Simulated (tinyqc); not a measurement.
Metal-induced gap states at the contact of a metal chain and a two-band chain: one step. Decay in the gap. Two cases, with inputs chosen for the exercise.

Problem. Form cosh(q a), l = exp(-q a), q and the decay length 1/(2q) of the density.

The semiconductor alternates sites A at -Eg/2 and C at +Eg/2 with hopping -t; the gap runs from -Eg/2 to Eg/2. In the gap cosh(q a) = 1 + (Eg^2/4 - E^2)/(2 t^2) and the amplitude changes by -exp(-q a) a period. The metal has site energy 0 and hopping -tm; its end site has g_m = (E - i sqrt(4 tm^2 - E^2))/(2 tm^2). Sites 1, 2, ... count into the semiconductor, with energies e1, e2 alternating. The clean half chain has g1 = 1/(E - e1 - t^2 g2), g2 = 1/(E - e2 - t^2 g1), decaying root. With the contact G11 = 1/(1/g1 - tc^2 g_m), and the density on site j is -Im G_jj/pi = |psi_j/psi_1|^2 (-Im G11/pi), per spin, with psi_2/psi_1 = -t g2, psi_3/psi_2 = -t g1.

Give: cosh(q a); l; q; xi, the decay length of the density.

Case 1.

Values chosen (gap and optical dielectric constant near those of Si; the chain itself is a model; not measured data): Eg = 1.18 eV (gap); t = 3.16 eV (hopping in the semiconductor); a = 3.84 angstrom (period (two sites); one chain for each area a^2); E = 0.33 eV (energy from mid-gap).

Solution.

cosh(q a) = 1.01198
l = 0.85674
q = 0.04027 1/angstrom
xi, the decay length of the density = 12.418 angstrom

Case 2.

Values chosen (gap and optical dielectric constant near those of Ge; the chain itself is a model; not measured data): Eg = 0.65 eV (gap); t = 1.98 eV (hopping in the semiconductor); a = 4 angstrom (period (two sites); one chain for each area a^2); E = -0.12 eV (energy from mid-gap).

Solution.

cosh(q a) = 1.01163
l = 0.85865
q = 0.03810 1/angstrom
xi, the decay length of the density = 13.124 angstrom

Computed by tinyqc, one run a case: `OMP_NUM_THREADS=1 python tinyqc.py N N+1 out.jsonl` with N = 1480668, 1480955; one thread of a shared Intel(R) Xeon(R) Processor @ 2.30GHz, about 0.01 s a run at most.
